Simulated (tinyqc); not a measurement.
Changing the critical dose Q_c: permeation of metal atoms or ions through a thin barrier or dielectric: time lag, field-aided drift and lifetime. Computed by tinyqc, a small Python program. Command: `OMP_NUM_THREADS=1 python tinyqc.py 3000518 3000519 out.jsonl barrier sweep`. One thread of a shared host (Intel(R) Xeon(R) Processor @ 2.30GHz), about 0.03 s of CPU time with the checks.

The film 0 < x < d is empty at first; C = C0 at x = 0 and C = 0 at x = d. dC/dt = D d2C/dx2 - v dC/dx with drift v = D z e V/(k_B T d) (uniform field, no space charge).

Inputs (values chosen for the exercise, for a model case: doubly charged vacancies through an oxide):

| quantity | value | unit |
|---|---|---|
| thickness d | 74 | nm |
| prefactor D0 | 0.33 | cm^2/s |
| activation energy E | 1.22 | eV |
| concentration at the source side C0 | 1.8e+14 | 1/cm^3 |
| charge number z | 2 | - |
| voltage V (positive drives ions across) | 0.064 | V |
| test temperature T | 175 | C |
| use temperature T_u | 70 | C |

Constants: k_B = 8.617333262e-05 eV/K.

Method:
- D = D0 exp(-E/(k_B T)); time scale d^2/D; Peclet number P = z V/(k_B T), k_B T in eV; 1 nm = 1e-7 cm.
- Temperatures in kelvin are T(C) + 273.15.
- Steady flux J = (D C0/d) P/(1 - exp(-P)); time lag in units of d^2/D: s_L = [P (1 + exp(-P))/(1 - exp(-P)) - 2]/P^2 (P = 0: J = D C0/d, s_L = 1/6).
- Dose through the film Q(s) = C0 d {f (s - s_L) - 2 exp(P/2) sum_(n=1..200) (-1)^n n^2 pi^2 exp(-l_n s)/l_n^2}, l_n = n^2 pi^2 + P^2/4, f = P/(1 - exp(-P)) the relative flux.
- Solve Q = Q_c for s. At the use temperature D and P take T_u, with the same C0 and V; 1 year = 3.15576e7 s.

One run for each value:

| critical dose Q_c (1/cm^2) | failure time at T (s) | s at the critical dose | failure time at T_u (years) |
|---|---|---|---|
| 5.00e+05 | 3.6294e+02 | 4.1695e-02 | 1.7090e-01 |
| 5.00e+06 | 5.2472e+02 | 6.0280e-02 | 2.4277e-01 |
| 5.00e+07 | 8.8823e+02 | 1.0204e-01 | 3.9908e-01 |
| 5.00e+08 | 2.1127e+03 | 2.4271e-01 | 9.0070e-01 |
| 5.00e+09 | 1.0740e+04 | 1.2338e+00 | 4.2926e+00 |
| 5.00e+10 | 9.6239e+04 | 1.1056e+01 | 3.7816e+01 |
| 5.00e+11 | 9.5124e+05 | 1.0928e+02 | 3.7305e+02 |

Over the rows, failure time at T (s) rises from 363 to 951000 (exponent d ln y / d ln x 0.16 between the first rows and 0.99 between the last); s at the critical dose rises from 0.0417 to 109 (exponent d ln y / d ln x 0.16 between the first rows and 0.99 between the last); failure time at T_u (years) rises from 0.171 to 373 (exponent d ln y / d ln x 0.15 between the first rows and 0.99 between the last). At the high end the exponent of failure time at T is 0.99, close to 1: steady flow.

Caution (all rows): grain boundaries, pinholes, trapping and space charge are left out; thin real barriers usually fail at defects.
